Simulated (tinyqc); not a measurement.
## Stability and critical current from long pulses

Question. For long pulses a magnetic tunnel junction switches at I = Ic0 [1 - ln(tp/t0)/Delta]. Find Ic0 and Delta.

Values chosen for this exercise:
- t0 = 1 ns (attempt time)

switching current for pulses of 0.0001 and 1 s (uA): [36.864110, 32.772947]

Solution. I is linear in ln tp: it equals Ic0 at tp = t0, and the slope is -Ic0/Delta.

Ic0 = 42.0 uA
Delta = 94.5

Computed by the program tinyqc: `OMP_NUM_THREADS=1 python tinyqc.py 2450060 2450061 out.jsonl`, one thread of a shared Intel Xeon 2.30GHz, about 0.01 s for the whole run.
